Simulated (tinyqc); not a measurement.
Microkinetic model of low-temperature epitaxy from hydride gases: adsorption, hydrogen desorption and rate control. From one set of inputs to another, one input at a time. Computed by tinyqc, a small Python program. Command: `OMP_NUM_THREADS=1 python tinyqc.py 3018052 3018053 out.jsonl hepi ladder`. One thread of a shared host (Intel(R) Xeon(R) Processor @ 2.30GHz), about 0.02 s of CPU time with the checks.

Each hydride molecule needs two free sites and leaves four hydrogen atoms, of which two leave at once as H2; theta is the hydrogen coverage, the site density is 6.78 per nm^2 and one layer is 1.358 angstrom thick.

The inputs printed are set A. Inputs not listed in the table keep their values of set A, so the rows need not describe a real material.

Inputs (values chosen for the exercise, close to those used for silane on Si(001)):
```
quantity                            value  unit
silane pressure p_S                  0.91    Pa
sticking prefactor of silane s0     0.055     -
adsorption barrier E_s               0.33    eV
desorption prefactor nu_d         1.4e+12   1/s
desorption energy on silicon E_d     1.97    eV
hydrogen carrier pressure p_H           0    Pa
sticking of hydrogen s_H          2.5e-07     -
temperature T                         550     C
```

Film: silicon. Order of hydrogen desorption: first.

Constants: k_B = 8.617333262e-05 eV/K; u = 1.6605390666e-27 kg; k_B = 1.380649e-23 J/K.

Method:
- Flux per site F = p/(sqrt(2 pi M k_B T) x 6.78e18 per m^2), M = 32.12 u (silane), 2.016 u (hydrogen); s = s0 exp(-E_s/(k_B T)); k_S = s F_S = k; k_H = s_H F_H; k_d = nu_d exp(-E_d/(k_B T)).
- Temperatures in kelvin are T(C) + 273.15.
- With k the hydride and k_H the hydrogen adsorption rate on free pairs and k_d the desorption rate, steady state: 2 (k + k_H)(1 - theta)^2 = k_d theta; growth rate R = k (1 - theta)^2 layers/s; 1 layer/s = 8.148 nm/min.
- With c = 2 (k + k_H)/k_d the free share is 1 - theta = 2/(1 + sqrt(1 + 4c)).
- X_i = d ln R/d ln k_i at fixed other constants. With f = 1 - theta and a = 2/f + 1/theta: d ln f/d ln k_d = 1/(a f), so X_d = 2/(a f), X_k = 1 - X_d k/(k + k_H), X_H = -X_d k_H/(k + k_H); they sum to 1.

Each row keeps all changes above it:
```
input moved                                                                         from             to  growth rate G (nm/min)  hydrogen coverage theta  X_d (desorption)
set A                                                                                  -              -                  2.4235                  0.48947           0.65724
sticking prefactor of silane s0 and adsorption barrier E_s (eV)              0.055, 0.33     0.18, 0.28                  3.7324                  0.75381           0.85962
silane pressure p_S (Pa)                                                            0.91          0.053                  1.6218                  0.32755           0.49346
desorption prefactor nu_d (1/s) and desorption energy on silicon E_d (eV)  1.4e+12, 1.97  2.6e+12, 2.07                  1.0377                  0.46211           0.63211
temperature T (C)                                                                    550            710                  5.9554                  0.02296           0.04490
```

Where does the difference come from?

Growth rate G goes from 2.42 to 5.96, a factor 2.46 in all. The largest single move comes from temperature T (a factor 5.74), and silane pressure p_S works against it (a factor 0.435). Hydrogen coverage theta goes from 0.489 to 0.0230, a factor 0.0469 in all. The largest single move comes from temperature T (a factor 0.0497), and sticking prefactor of silane s0 with adsorption barrier E_s works against it (a factor 1.54). X_d (desorption) goes from 0.657 to 0.0449, a factor 0.0683 in all. The largest single move comes from temperature T (a factor 0.0710), and sticking prefactor of silane s0 with adsorption barrier E_s works against it (a factor 1.31). The single moves hold for this order of the switches; the total does not depend on the order.

Extremes, crossings and ranges named in words are read from the listed rows.
